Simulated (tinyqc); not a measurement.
# Inputs raised by 2 %, one at a time

Model: sputter depth profiling of a dopant layer: erosion rate, quantification and the mixing-roughness response. Computed by tinyqc, a small Python program. Command: `OMP_NUM_THREADS=1 python tinyqc.py 3002882 3002883 out.jsonl sims sens`. One thread of a shared host (Intel(R) Xeon(R) Processor @ 2.30GHz), about 0.2 s of CPU time with the checks.

A rastered ion beam erodes silicon (49.94 atoms per nm^3). The measured profile is the true one convolved with a depth response.

Inputs (values chosen for the exercise, modelled on a dopant in silicon under an oxygen or caesium beam):
```
quantity,value,unit
beam energy E,4.2,keV
beam current,360,nA
raster side,250,um
sputter yield at 1 keV,1.3,-
mixing length at 1 keV,1.7,nm
roughness sigma,1.1,nm
depth of the top edge z0,43,nm
box width b,1.7,nm
box concentration C,1.4e+19,1/cm^3
relative sensitivity factor RSF,2.1e+21,1/cm^3
matrix count rate,780000,1/s
background count rate,6.7,1/s
counting time per point,0.5,s
level that defines the junction C_B,2e+16,1/cm^3
```

True profile: box.

Constants: e = 1.602176634e-19 C.

Method:
- Scaling chosen for the exercise: yield Y = Y1 E^0.5, mixing length w = w1 E^0.5 (E in keV).
- Erosion rate = Y I/(e x raster^2 x density); depth step = rate x counting time; concentration = RSF x counts/matrix counts; detection limit = RSF x 3 sqrt(background x time)/(matrix rate x time).
- Mixing alone turns a layer at z0 into (1/w) exp(-(z - z0 + w)/w) for z > z0 - w; roughness adds a Gaussian of width sigma. With x = z - z0 + w: g(x) = (1/(2w)) exp(sigma^2/(2 w^2) - x/w) erfc((sigma/w - x/sigma)/sqrt2), and its integral G(x) = (1/2) erfc(-x/(sigma sqrt2)) - w g(x). Measured: C [G(x) - G(x - b)].
- Find the maximum, the full width at half maximum and the deep point where the profile falls to C_B; far down, the trailing edge decays by w ln(10) per decade.
- Convolution adds means and variances: the response has mean 0 (shift -w plus exponential mean w) and variance w^2 + sigma^2; a box adds the mean b/2 and the variance b^2/12.

Runs:
```
input moved,from,to,peak concentration (1/cm^3),apparent junction depth (nm),erosion rate (nm/s),standard deviation (nm)
base run,-,-,3.8454e+18,60.898,1.9179,3.6863
beam energy E (keV),4.2,4.284,3.8232e+18,61.029,1.9370,3.7191
mixing length at 1 keV (nm),1.7,1.734,3.8010e+18,61.160,1.9179,3.7522
roughness sigma (nm),1.1,1.122,3.8191e+18,60.905,1.9179,3.6929
box width b (nm),1.7,1.734,3.9167e+18,60.985,1.9179,3.6876
level that defines the junction C_B (1/cm^3),2e+16,2.04e+16,3.8454e+18,60.829,1.9179,3.6863
box concentration C (1/cm^3),1.4e+19,1.428e+19,3.9223e+18,60.967,1.9179,3.6863
beam current (nA),360,367.2,3.8454e+18,60.898,1.9563,3.6863
```

Exponents ln(y'/y) / ln(x'/x):
```
input,peak concentration,apparent junction depth,erosion rate,standard deviation
beam energy E,-0.293,0.108,0.5,0.447
mixing length at 1 keV,-0.587,0.217,0.0,0.895
roughness sigma,-0.347,0.006,0.0,0.091
box width b,0.927,0.072,0.0,0.018
level that defines the junction C_B,0.000,-0.057,0.0,0.000
box concentration C,1.000,0.057,0.0,0.000
beam current,0.000,0.000,1.0,0.000
```

To which inputs is each result most sensitive?

Among the inputs moved here: peak concentration answers most in size to box concentration C (exponent +1.000), next to box width b (+0.927); its exponent is below 0.0005 for level that defines the junction C_B, beam current. Its exponent +1.000 in box concentration C: convolution is linear. Apparent junction depth answers most in size to mixing length at 1 keV (exponent +0.217), next to beam energy E (+0.108); its exponent is below 0.0005 for beam current. Erosion rate answers most in size to beam current (exponent +1.000), next to beam energy E (+0.500); its exponent is below 0.0005 for mixing length at 1 keV, roughness sigma, box width b, level that defines the junction C_B, box concentration C. Its exponent +0.500 in beam energy E: the chosen yield law. Standard deviation answers most in size to mixing length at 1 keV (exponent +0.895), next to beam energy E (+0.447); its exponent is below 0.0005 for level that defines the junction C_B, box concentration C, beam current.

Caution (all rows): C_B lies below the detection limit, so this point could not be measured.

Extremes, crossings and ranges named in words are read from the listed rows.
